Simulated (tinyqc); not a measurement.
MP2 on RHF in the sto-3g basis, for H2, spin multiplicity 1, step by step. One step of it, computed by the program tinyqc.

Task: Second-order Moller-Plesset energy. E2 = sum_ijab (ia|jb) [2 (ia|jb) - (ib|ja)] / (e_i + e_j - e_a - e_b) over occupied i, j and virtual a, b; the opposite-spin part is (ia|jb)^2 / denominator, the rest is same-spin, and SCS-MP2 scales them by 6/5 and 1/3.

orbital energies (hartree): MO1 -0.577314, MO2 0.668052

Two-electron integrals over orbitals (pq|rs), unique and non-zero (hartree):
```
(11|11) 0.674183   (21|21) 0.181378   (22|11) 0.663190   (22|22) 0.697099
```

Hartree-Fock energy = -1.11659465 hartree

Give: Terms; Pair energies; MP2 correlation energy; SCS-MP2 correlation energy; MP2 total energy.

Result:

Terms:
```
i  j  a  b  (ia|jb)  (ib|ja)  denominator     term
1  1  2  2   0.1814   0.1814      -2.4907  -0.0132
```

Pair energies (hartree; pair i-j sums ij and ji):
```
pair  opposite spin  same spin
1-1         -0.0132     0.0000
```

MP2 correlation energy = -0.013208 hartree

SCS-MP2 correlation energy = -0.015850 hartree

MP2 total energy = -1.129803 hartree
